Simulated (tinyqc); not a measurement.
# Hot electrons in a saturated n-channel MOSFET, lucky-electron model: what changes with what

Beyond pinch-off the lateral field grows as Esat cosh(y/l) over the velocity-saturated region (pseudo-two-dimensional model). Impact ionisation in this region gives the substrate current, which biases the body forward through Rsub. Currents are per width. Local-field laws: they overstate ionisation when the field peak is narrower than an energy relaxation length.

Inputs (values chosen for the exercise); values close to those of silicon n-channel devices: channel length L = 0.5 um; oxide thickness tox = 10 nm; junction depth xj = 210 nm; threshold VT = 0.75 V; effective mobility mu = 430 cm^2/(V s); saturation velocity vs = 7.2e6 cm/s; ionisation prefactor Ai = 2e6 1/cm; ionisation field Bi = 1.82 MV/cm; resistance of the lightly doped drain Rd = 0 ohm um; substrate resistance Rsub = 2300 ohm um; fall of VT per volt of forward body bias kb = 0.35; lifetime exponent m = 3; lifetime constant Hl = 11000 s uA/um; drain voltage Vd = 3 V; gate voltage Vg = 2.2 V.

Constants: eps0 = 8.8541878128e-14 F/cm where lengths are in cm. Results are converted to the units shown.

Each table varies one quantity; the others keep the values above.

## Effect of the gate voltage

Cox = 3.9 eps0/tox, l = sqrt(3 tox xj), Esat = 2 vs/mu. Overdrive g = Vg - VT + kb Vb; Vdsat = g Esat L/(g + Esat L); Id = Cox vs (g - Vdsat); dV = Vd - Id Rd - Vdsat; Em = sqrt((dV/l)^2 + Esat^2); Isub = Id (Ai/Bi) l Em exp(-Bi/Em). Vb = Rsub Isub is solved self-consistently. Lifetime tau = (Hl/Id)(Isub/Id)^(-m); 1 year = 3.15576e7 s.

Results:
```
Vg (V)  Id (uA/um)  Em (MV/cm)  Isub (uA/um)   Isub/Id  tau (years)
0.9          3.068      0.3622       0.06367   0.02075        12.71
1.16         20.07      0.3381        0.2720   0.01355        6.979
1.43         48.87      0.3188        0.4505  0.009217        9.108
1.69         84.09      0.3039        0.5593  0.006651        14.09
1.95         124.6      0.2918        0.6203  0.004977        22.68
2.21         169.2      0.2817        0.6496  0.003840        36.39
2.48         218.7      0.2728        0.6591  0.003014        58.20
3            320.8      0.2592        0.6468  0.002016        132.6
```

Estimate the missing row, Vg = 2.74 V.

Computed row:
```
Vg (V)  Id (uA/um)  Em (MV/cm)  Isub (uA/um)   Isub/Id  tau (years)
2.74         268.8      0.2655        0.6563  0.002442        89.07
```

With this row back in the table: As Vg goes from 0.9 to 3 V, Em falls from 0.362 to 0.259 MV/cm, Isub goes from 0.0637 through a maximum of 0.659 (at Vg = 2.48 V among the rows listed) to 0.647 uA/um and tau goes from 12.7 through a minimum of 6.98 (at Vg = 1.16 V among the rows listed) to 133 years. Id grows with Vg while the rising Vdsat lowers the field, hence the bell shape; the peak row has Vg/Vd = 0.83.

## Effect of the channel length

Same model as above.

Effect of the channel length:
```
L (um)  Id (uA/um)  Em (MV/cm)  Isub (uA/um)   Isub/Id  tau (years)
0.25         228.9      0.3129         1.859  0.008121        2.843
0.35         199.5      0.2982         1.159  0.005810        8.907
0.5          167.4      0.2820        0.6489  0.003876        35.75
0.71         136.6      0.2666        0.3443  0.002520        159.4
1            108.9      0.2527        0.1789  0.001642        722.8
1.4          85.17      0.2408       0.09325  0.001095         3119
2            64.16      0.2302       0.04754  7.409e-4      1.336e4
```

Read the table: what changes, and by how much?

As L goes from 0.25 to 2 um, Em falls from 0.313 to 0.230 MV/cm, Isub falls from 1.86 to 0.0475 uA/um and tau rises from 2.84 to 13400 years. From the first row to the last, log10(tau) changes by 3.7: 3.1 from (Isub/Id)^(-m), which holds Em and l, and 0.55 from 1/Id. For L = 0.25 to 0.35 um the saturated region takes over 60 % of L, so using the full L in Vdsat is rough. For L = 1.4 to 2 um tau is a far extrapolation that only says that hot carriers are no limit.

## Effect of the junction depth

Same model as above.

Results:
```
xj (nm)  Id (uA/um)  Em (MV/cm)  Isub (uA/um)   Isub/Id  tau (years)
84            168.3      0.4438         6.819   0.04052      0.03113
110           167.8      0.3883         3.788   0.02257       0.1806
150           167.6      0.3330         1.740   0.01039        1.857
210           167.4      0.2820        0.6489  0.003876        35.75
290           167.3      0.2407        0.2144  0.001282        989.7
520           167.3      0.1811       0.01796  1.074e-4      1.683e6
```

Estimate the missing row, xj = 390 nm.

Computed row:
```
xj (nm)  Id (uA/um)  Em (MV/cm)  Isub (uA/um)   Isub/Id  tau (years)
390           167.3      0.2082       0.06623  3.958e-4      3.360e4
```

With this row back in the table: As xj goes from 84 to 520 nm, Em falls from 0.444 to 0.181 MV/cm, Isub falls from 6.82 to 0.0180 uA/um and tau rises from 0.0311 to 1.68e6 years. From the first row to the last, log10(tau) changes by 7.7: 7.7 from (Isub/Id)^(-m), which holds Em and l, and under 0.005 from 1/Id. For xj = 390 to 520 nm tau is a far extrapolation that only says that hot carriers are no limit.

Numbers from tinyqc (`OMP_NUM_THREADS=1 python tinyqc.py 2550048 2550049 out.jsonl`; about 0.01 s on one thread of a shared Intel Xeon 2.30GHz).
